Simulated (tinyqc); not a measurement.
Electromigration in a confined line: Blech product, Korhonen stress evolution and Black's law: one step, computed by the program tinyqc.

The electron wind pushes atoms from the cathode (x = 0) to the anode (x = L); blocking ends build a back stress (tension positive). The input rho is taken not to change with temperature. d sigma/dt = d/dx [kappa (d sigma/dx + G)], with zero flux at both ends and sigma = 0 at t = 0.

Problem. Driving force and diffusivities. G = Z* e rho j/Omega; D = D0 exp(-E/(k_B T)); kappa = D B Omega/(k_B T); drift velocity of an unconfined line v = D Z* e rho j/(k_B T). SI: 1 micro-ohm cm = 1e-8 ohm m, 1 MA/cm^2 = 1e10 A/m^2. Temperatures in kelvin are T(C) + 273.15.

Inputs (values chosen for the exercise, close to those used for cobalt lines):
```
quantity                      value          unit
resistivity rho                11.1  micro-ohm cm
atomic volume Omega            11.1    angstrom^3
effective charge number Z*      2.7             -
prefactor D0                1.4e-06         m^2/s
activation energy E            1.27            eV
effective modulus B              43           GPa
current density j              0.98       MA/cm^2
test temperature T              240             C
```

Start: stress-free.

Constants: e = 1.602176634e-19 C; k_B = 8.617333262e-05 eV/K; k_B = 1.380649e-23 J/K.

Give: stress gradient G; diffusivity D; kappa; drift velocity.

Solution.

stress gradient G = 42.39 MPa/um

diffusivity D = 4.711e-19 m^2/s

kappa = 3.174e-17 m^2/s

drift velocity = 0.1126 nm/h
